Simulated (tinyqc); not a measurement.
Dielectric confinement in a thin film (image charges): sweeps and comparisons. A value that a table varies takes the place of the one given here.

A film |z| < t/2 of dielectric constant eps between half-spaces of dielectric constant e2; lam = (eps - e2)/(eps + e2), q = e^2/(4 pi eps0). The self-energy of a band edge is taken with the high-frequency value, e2 = eh, and the field of a fixed ion with the static one, e2 = eo. A charge at z has images lam^|n| at n t + (-1)^n z. Its self-energy is S(z) = (q/2 eps) sum over n >= 1 of lam^n [1/(n t - 2z) + 1/(n t + 2z)] for odd n and 2 lam^n/(n t) for even n; at the centre S(0) = -(q/(eps t)) ln(1 - lam).

Donor at the centre, lam from the static eo, trial function cos(pi z/t) exp(-rho/l): E(l) = c/(m l^2) - (q/eps) times the integral over k of F(k t) (1 + (k l/2)^2)^(-3/2), with F(x) = F0 + 2 lam exp(-x) G/(1 - lam exp(-x)), F0 = 2[(1 - exp(-x/2))/x + x (1 + exp(-x/2))/(x^2 + 4 pi^2)], G = 2 sinh(x/2)[1/x - x/(x^2 + 4 pi^2)]; c = hbar^2/2m0. The binding energy is -E at the minimum, counted from the subband edge with its self-energy.

Constants: e^2/(4 pi eps0) = 14.39964547 eV angstrom; hbar^2/2m0 = 3.80998211 eV angstrom^2; Ry = 13.60569312 eV.

Parameters, chosen for this exercise (near those of a Si (100) film, two-fold valleys, between layers of Al2O3; the results hold for these values, not for the real material): eps = 11.4 (dielectric constant of the film); eh = 3.1 (high-frequency dielectric constant outside); eo = 9.4 (static dielectric constant outside); m = 0.197 m0 (mass in the plane); mz = 0.897 m0 (mass across the film); ts = (10, 15, 22, 32, 48, 70, 100) angstrom (thicknesses); t = 26 angstrom (film thickness).

## Thinning the film

<S> is the mean over (2/t) cos^2(pi z/t); confinement c (pi/t)^2/mz; donor binding with and without images.

Results:
```
t (angstrom)  <S> (meV)  confinement (meV)  binding, no images (meV)  binding (meV)  l (angstrom)
10                123.3              419.2                      63.7           78.3          18.3
15                 82.2              186.3                      58.4           69.7          20.0
22                 56.0               86.6                      52.8           61.5          22.0
32                 38.5               40.9                      47.0           53.5          24.4
48                 25.7               18.2                      40.5           45.2          27.6
70                 17.6                8.6                      34.6           38.0          31.2
100                12.3                4.2                      29.4           31.8          35.4
```

Between 100 and 10 angstrom the binding goes from 31.8 to 78.3 meV; quantum confinement alone would take it from 29.4 to 63.7, so the images supply +2.4 and +14.6 meV. |<S>| goes as 1/t and exceeds the confinement energy beyond 34 angstrom. For t well above a* = 31 angstrom the separable trial function underbinds, which affects the last rows. Hard-wall energies above 300 meV (up to t = 10 angstrom) overstate the confinement: walls are finite and valleys non-parabolic.

## Choice of the surrounding dielectric

The same film between different dielectrics; in this table one value e2 serves for both eo and eh.

Results:
```
case         lam  <S> (meV)  binding (meV)  l (angstrom)
e2 = 1     0.839       97.7          207.2          19.2
e2 = 2.5   0.640       56.5          134.5          20.1
e2 = 3.9   0.490       38.0          104.4          20.9
e2 = 7.5   0.206       13.4           68.0          22.4
e2 = 16   -0.168       -9.3           38.8          24.8
e2 = 25   -0.374      -19.4           27.5          26.5
e2 = 80   -0.751      -35.3           12.2          30.9
```

The binding spans a factor 17.0, from 207 meV in vacuum to 12.2 meV for e2 = 80; going from 3.9 to 25 changes it by -76.8 meV and the band edge by -57.4 meV, so the binding responds 1.34 times as much as the edge (for an orbit much smaller than t the binding would change by twice the change of S(0), -96.3 meV; here l/t = 0.80 for e2 = 3.9).

## What each parameter does

<S> is the mean over (2/t) cos^2(pi z/t). Each row changes one parameter from the base and keeps the others.

Results:
```
case             lam from eh  <S> (meV)  binding (meV)  l (angstrom)
base                   0.572       47.4           57.9          23.0
t = 36 angstrom        0.572       34.2           51.0          25.3
eps = 10.3             0.537       47.8           63.6          21.7
eo = 13.2              0.572       47.4           45.0          24.1
eh = 4                 0.481       37.0           57.9          23.0
m = 0.236 m0           0.572       47.4           64.8          20.2
```

The largest shifts from the base row, up to three for each result and ties (the steps differ in size, so this ranks the rows, not the parameters). lam from eh: eh -0.092, eps -0.035; unchanged at the printed digits by t, eo and m. <S> (meV): t -13.2, eh -10.5, eps +0.4; unchanged at the printed digits by eo and m. binding (meV): eo -12.9, m +6.9, t -6.9; unchanged at the printed digits by eh. l (angstrom): m -2.8, t +2.2, eps -1.4; unchanged at the printed digits by eh.

Run: tinyqc, `OMP_NUM_THREADS=1 python tinyqc.py 1252731 1252732 out.jsonl`; Intel(R) Xeon(R) Processor @ 2.30GHz, one thread, shared host; about 0.04 s of CPU time with all checks.
